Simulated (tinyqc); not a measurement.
Shallow acceptor in the spherical model (Baldereschi-Lipari), strong spin-orbit limit. From 1S(3/2) binding energy back to dielectric constant eps. Computed by tinyqc, a small Python program. Command: `OMP_NUM_THREADS=1 python tinyqc.py 3014921 3014922 out.jsonl acceptor inv`. One thread of a shared host (Intel(R) Xeon(R) Processor @ 2.30GHz), about 0.06 s of CPU time with the checks.

The 1S(3/2) state has an s envelope f(r) and a d envelope g(r). In effective units they obey -(f'' + 2f'/r + 2f/r) + mu (g'' + 5g'/r + 3g/r^2) = E f and -(g'' + 2g'/r - 6g/r^2 + 2g/r) + mu (f'' - f'/r) = E g. The cubic term, the split-off band and the central cell are left out.

Inputs (values chosen for the exercise, modelled on GaSb): Luttinger gamma_1 = 13.5; Luttinger gamma_2 = 4.53; Luttinger gamma_3 = 6.02.

Constants: Ry = 13.605693123 eV; a_0 = 0.529177210903 angstrom.

Method:
- Ry* = Ry/(gamma_1 eps^2), a* = a_0 eps gamma_1, mu = (6 gamma_3 + 4 gamma_2)/(5 gamma_1), delta = (gamma_3 - gamma_2)/gamma_1; spherical masses 1/(gamma_1 (1 - mu)) (heavy) and 1/(gamma_1 (1 + mu)) (light).
- Basis: f_i = exp(-zeta_i r), g_i = r exp(-zeta_i r), weight r^2 dr, s = zeta_i + zeta_j. S_ff = 2/s^3, H_ff = zeta_i zeta_j S_ff - 2/s^2; S_gg = 24/s^5, H_gg = 8/s^3 + 24 zeta_i zeta_j/s^5 - 12/s^4; H(f_i, g_j) = mu (6 zeta_i^2/s^4 + 2 zeta_i/s^3); S_fg = 0. Each function is normalised by sqrt(S_ii).
- Large basis: zeta_i = 0.08 x 1.55^(i-1), i = 1..20 in each channel; overlap eigenvalues below 1e-11 are dropped.
- Binding energies are -E Ry*; the mass that fits is E(1S) eps^2/Ry.

Problem. A run gave the result below. Find the dielectric constant eps, known to lie between 9 and 22.

1S(3/2) binding energy = 8.513679 meV

Solution.

Each step takes the trial c = (a f_b - b f_a)/(f_b - f_a), f being the result less the target and a, b, c the logarithms of the listed values; c replaces end b, the old b replaces a if the sign of f changed, and otherwise f_a is halved.

Scan of the range:
```
dielectric constant eps  1S(3/2) binding energy (meV)
9.0                                           32.5950
10.4                                          24.4101
12.1                                          18.0329
14.1                                          13.2800
16.3                                           9.9371
19.0                                           7.3136
22.0                                           5.4549
```

False position (Illinois rule, in the logarithm of the input) inside the bracket:
```
step    end a    end b    trial  1S(3/2) binding energy (meV)
1     16.3000  19.0000  17.7135                       8.41450
2     16.3000  17.7135  17.5342                       8.58742
3     17.7135  17.5342  17.6104                       8.51325
4     17.5342  17.6104  17.6100                       8.51368
5     17.5342  17.6100  17.6100                       8.51368
6     17.6100  17.6100  17.6100                       8.51368
```

1S(3/2) binding energy falls at every point of a 13-point scan of the range (every second point is shown), so one value fits; it is bracketed by 16.3 and 19.0. The scan shows a pure power law with exponent -2.000, so scaling from any one row also gives the answer directly. Answer: dielectric constant eps = 17.61.
